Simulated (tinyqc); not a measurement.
Changing the step-edge barrier E_s: epitaxial growth on a vicinal surface: Burton-Cabrera-Frank step flow, step-edge barrier and island nucleation. Computed by tinyqc, a small Python program. Command: `OMP_NUM_THREADS=1 python tinyqc.py 3026744 3026745 out.jsonl stepflow sweep`. One thread of a shared host (Intel(R) Xeon(R) Processor @ 2.30GHz), about 0.01 s of CPU time with the checks.

Adatoms land at rate F, hop on a square grid (a simplification for hexagonal faces), desorb, or join steps. Lengths are in units of a and n is the adatom coverage. Steps ascend at x = 0 and descend at x = l.

Inputs (values chosen for the exercise, close to those used for Si(001)):

| quantity | value | unit |
|---|---|---|
| site spacing a | 3.84 | angstrom |
| step height h | 1.36 | angstrom |
| diffusion barrier E_d | 0.722 | eV |
| desorption energy E_a | 2.85 | eV |
| adatom formation energy E_f | 1.26 | eV |
| attempt frequency nu | 10 | THz |
| deposition rate F | 0.92 | layers/s |
| miscut angle | 0.1 | degrees |
| temperature T | 810 | C |

Constants: k_B = 8.617333262e-05 eV/K.

Method:
- D = nu exp(-E_d/(k_B T)) (a^2/s, nu counted per direction); tau = exp(E_a/(k_B T))/nu; x_s = sqrt(D tau); n_eq = exp(-E_f/(k_B T)); terrace width l = h/(a tan(miscut)); Schwoebel length l_s = exp(E_s/(k_B T)) - 1.
- Temperatures in kelvin are T(C) + 273.15.
- D n'' - n/tau + F = 0 with n(0) = n_eq and -l_s n'(l) = n(l) - n_eq. With u = n - F tau, A = n_eq - F tau, y = l/x_s, s = l_s/x_s: u = A cosh(x/x_s) + B sinh(x/x_s), B = A (1 - cosh y - s sinh y)/(sinh y + s cosh y). Flux into the ascending step J+ = D B/x_s, over the descending one J- = -(D/x_s)(A sinh y + B cosh y); step velocity J+ + J-; growth rate (J+ + J-)/l. For small y: J+ + J- = (F - n_eq/tau) l, J-/J+ = l/(l + 2 l_s).
- The coverage peaks where n' = 0, tanh(x/x_s) = -B/A.

One run for each value:

| step-edge barrier E_s (eV) | J- (atoms per step site and s) | J+ (atoms per step site and s) | peak coverage | position of the peak (a) | Schwoebel length l_s (a) |
|---|---|---|---|---|---|
| 0.00 | 93.344 | 93.34 | 2.4553e-06 | 101.46 | 0.00 |
| 0.05 | 93.019 | 93.67 | 2.4629e-06 | 101.81 | 0.71 |
| 0.10 | 92.470 | 94.22 | 2.4757e-06 | 102.41 | 1.92 |
| 0.15 | 91.545 | 95.14 | 2.4975e-06 | 103.42 | 3.99 |
| 0.20 | 90.007 | 96.68 | 2.5341e-06 | 105.09 | 7.52 |
| 0.30 | 83.516 | 103.17 | 2.6954e-06 | 112.14 | 23.88 |
| 0.40 | 68.989 | 117.70 | 3.0943e-06 | 127.93 | 71.64 |
| 0.50 | 45.755 | 140.93 | 3.8414e-06 | 153.19 | 211.05 |

Over the rows, J- (atoms per step site and s) falls from 93.3 to 45.8; J+ (atoms per step site and s) rises from 93.3 to 141; peak coverage rises from 2.46e-6 to 3.84e-6. The barrier matters once l_s is comparable with l; in the limit the descending step reflects, the peak moves to x = l and the excess coverage is four times as large when desorption is weak.

Extremes, crossings and ranges named in words are read from the listed rows.
